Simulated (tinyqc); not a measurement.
Worked calculation: six-band hole subbands of a thin body in a field. Values are carried at full precision from step to step, so a last printed digit may differ when a step is redone from the rounded ones.

Constants: hbar^2/2m0 = 3.80998211 eV angstrom^2.

Values chosen for the exercise (near those of a p-type Ge channel; not measured data): S = (9.84, -2.69, 15.25) 1/TPa (compliances s11, s12, s44); sx = -2 GPa (stress along the channel [1-10], negative in compression); b = -2.51 eV (tetragonal potential); d = -5.31 eV (trigonal potential); g1 = 13.35 (Luttinger gamma1); g2 = 4.25 (gamma2); g3 = 5.69 (gamma3); face = 001 (surface); Dso = 0.285 eV (spin-orbit splitting); t = 65 angstrom (body thickness); F = 0 MV/cm (field across the body); kmax = 0.1 1/angstrom (end of the path).

## Strain and its block

exx = eyy = (s11 + s12) sx/2, ezz = s12 sx, exy = -s44 sx/4 (1 GPa/TPa = 1e-3). With e0 the traceless part, B_XX = 2b e0xx - b (e0yy + e0zz) and B_XY = sqrt(3) d exy.

strain:
```
,x,y,z
x,-0.007150,0.007625,0
y,0.007625,-0.007150,0
z,0,0,0.005380
```

B (eV):
```
,X,Y,Z
X,0.03145,-0.07013,0
Y,-0.07013,0.03145,0
Z,0,0,-0.06290
```

## Confinement masses without spin-orbit coupling

C(n n^T)/c has C_XX = (g1 + 4 g2) nx^2 + (g1 - 2 g2)(ny^2 + nz^2) and C_XY = 6 g3 nx ny, n the unit normal; its eigenvalues are the inverse masses along n.

C(n n^T)/c:
```
,X,Y,Z
X,4.8500,0,0
Y,0,4.8500,0
Z,0,0,30.3500
```

masses (m0): 0.2062  0.2062  0.0329

## The matrix for one sine at q = 0

Basis X, Y, Z times spin, hole energies counted downwards from the unstrained edge (the hydrostatic shift is left out), c = hbar^2/2m0. For a symmetric tensor T let C(T) have C_XX = L Txx + M (Tyy + Tzz), C_XY = N Txy (cyclic), L = c (g1 + 4 g2), M = c (g1 - 2 g2), N = 6 c g3. k = q + kz n, n the unit normal, q = k1 u + k2 v with u along the channel [1-10] and v = n x u. H = C(k k^T) + (Dso/3)(1 - L.sigma) - B + e F z with (L_k)_ij = -i epsilon_kij; B is the block C built from the traceless strain with 2b, -b and sqrt(3) d in place of L, M, N. Strain: exx = eyy = (s11 + s12) sx/2, ezz = s12 sx, exy = -s44 sx/4. Hard walls at z = 0 and t; basis sin(j pi z/t), j = 1 to Nz: kz^2 = (j pi/t)^2, kz = -i D with D_jl = 4 j l/(t (j^2 - l^2)), z_jj = t/2 and z_jl = -8 t j l/(pi (j^2 - l^2))^2 for j + l odd; 1 MV/cm = 0.01 eV/angstrom.

Nz = 1, in meV.

H (meV):
```
,X+,Y+,Z+,X-,Y-,Z-
X+,106.72,70.13+95.00i,0,0,0,-95.00
Y+,70.13-95.00i,106.72,0,0,0,95.00i
Z+,0,0,428.02,95.00,-95.00i,0
X-,0,0,95.00,106.72,70.13-95.00i,0
Y-,0,0,95.00i,70.13+95.00i,106.72,0
Z-,-95.00,-95.00i,0,0,0,428.02
```

## Its levels

Diagonalise; the levels come in pairs. Give each pair and its weights on X, Y, Z, summed over spin and averaged over the pair.

levels (meV): -16.05  165.12  492.38

weights:
```
,pair 1,pair 2,pair 3
X,0.494,0.411,0.095
Y,0.494,0.411,0.095
Z,0.012,0.178,0.810
```

## More sines

The four lowest pairs at q = 0.

Hole energies (meV):
```
Nz,pair 1,pair 2,pair 3,pair 4
1,-16.05,165.12,492.38,-
2,-16.05,116.46,165.12,336.40
4,-16.05,116.46,165.12,333.15
8,-16.05,116.46,165.12,333.15
16,-16.05,116.46,165.12,333.15
```

One sine is exact for the top subband, since without a field nothing joins different j at q = 0. The second pair lies 132.5 meV deeper.

## Dispersion of the top subband

Nz = 14; the two lowest levels (spin-split where the field breaks inversion), in meV from their value at q = 0.

Energies (meV):
```
|q| (1/angstrom),u a,u b,v a,v b,[100] a,[100] b
0.025,51.18,51.18,7.84,7.84,29.54,29.54
0.050,108.93,108.93,17.90,17.90,81.43,81.43
0.075,126.27,126.27,27.92,27.92,123.86,123.86
0.100,153.81,153.81,41.69,41.69,179.20,179.20
```

From the mean of each pair in the first row, c q^2/E gives 0.05 m0 along u, 0.30 m0 along v and 0.08 m0 along [100]. Without a field each pair stays degenerate. These masses hold for the first row only: the band bends further out.

## Checks

- Top level at q = 0 on (001) without field and stress against c (g1 - 2 g2)(pi/t)^2, eV: both 0.04317.
- Hermiticity, and E(q) against E(-q): they agree to 1e-10 or better.

Program tinyqc; command `OMP_NUM_THREADS=1 python tinyqc.py 1252505 1252506 out.jsonl`; about 0.5 s on one thread of a shared Intel(R) Xeon(R) Processor @ 2.30GHz.
